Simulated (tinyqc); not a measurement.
Boltzmann transport in a parabolic band with a power-law relaxation time: one step. Transport coefficients. Three cases, with inputs chosen for the exercise.

Question. Form the ratios; u is the mean energy carried, in kT.

tau = tau0 x^r with x = E/kT. With K_j = Gamma(j + 1) F_j(eta): <tau> = tau0 (r + 3/2) K_(r+1/2)/((3/2) K_(1/2)); mu = <tau>/(mc m0/e), m0/e = 5.685630e-12 kg/C; Hall factor rH = (3/2) K_(1/2) (2r + 3/2) K_(2r+1/2)/((r + 3/2) K_(r+1/2))^2; Seebeck S = -(kB/e) [(r + 5/2) K_(r+3/2)/((r + 3/2) K_(r+1/2)) - eta]; Lorenz number L = (kB/e)^2 [(r + 7/2) K_(r+5/2)/((r + 3/2) K_(r+1/2)) - ((r + 5/2) K_(r+3/2)/((r + 3/2) K_(r+1/2)))^2]; kB/e in V/K. Valley anisotropy is left out of rH.

Constants: kB = 8.617333262e-05 eV/K.

Give: <tau>/tau0; rH; u; S; L.

Case 1.

Values chosen (out of a larger set: masses near those of Si; tau0 is set for a mobility of the usual size at this n, kL is a free input; freeze-out and phonon drag, which matter near 77 K, are left out; not measured data): r = 1.5 (exponent of tau).

F_j and K_j:
```
j             F_j         K_j
0.500  0.07722690  0.06844056
2.000  0.07859282   0.1571856
3.000  0.07897457   0.4738474
4.000  0.07916740    1.900018
3.500  0.07908734   0.9199224
```

eta = -2.533733

Answer.

<tau>/tau0 = 4.593
rH = 1.911
u = 4.019
S = -564.7 microvolt/K
L = 2.963 1e-8 W ohm/K^2

The non-degenerate limits are rH = 1.933, u = r + 5/2 = 4 and L = (r + 5/2)(kB/e)^2 = 2.970; the degenerate ones are rH = 1 and L = 2.443.

Case 2.

Values chosen (out of a larger set: masses near those of InAs; tau0 is set for a mobility of the usual size at this n, kL is a free input; freeze-out and phonon drag, which matter near 77 K, are left out; not measured data): r = -0.5 (exponent of tau).

F_j and K_j:
```
j             F_j        K_j
0.500   0.1204908  0.1067822
0.000   0.1184278  0.1184278
1.000   0.1219802  0.1219802
2.000   0.1238197  0.2476394
-0.500  0.1155835  0.2048664
```

eta = -2.073653

Answer.

<tau>/tau0 = 0.739
rH = 1.170
u = 2.060
S = -356.2 microvolt/K
L = 1.507 1e-8 W ohm/K^2

The non-degenerate limits are rH = 1.178, u = r + 5/2 = 2 and L = (r + 5/2)(kB/e)^2 = 1.485; the degenerate ones are rH = 1 and L = 2.443.

Case 3.

Values chosen (out of a larger set: masses near those of GaAs; tau0 is set for a mobility of the usual size at this n, kL is a free input; freeze-out and phonon drag, which matter near 77 K, are left out; not measured data): r = 1.5 (exponent of tau).

F_j and K_j:
```
j             F_j         K_j
0.500  0.01737121  0.01539484
2.000  0.01744021  0.03488043
3.000  0.01745918   0.1047551
4.000  0.01746868   0.4192483
3.500  0.01746474   0.2031451
```

eta = -4.046801

Answer.

<tau>/tau0 = 4.531
rH = 1.928
u = 4.004
S = -693.8 microvolt/K
L = 2.969 1e-8 W ohm/K^2

The non-degenerate limits are rH = 1.933, u = r + 5/2 = 4 and L = (r + 5/2)(kB/e)^2 = 2.970; the degenerate ones are rH = 1 and L = 2.443.

Computed by tinyqc, one run a case: `OMP_NUM_THREADS=1 python tinyqc.py N N+1 out.jsonl` with N = 1650702, 1650757, 1650945; one thread of a shared Intel(R) Xeon(R) Processor @ 2.30GHz, about 0.01 s a run at most.
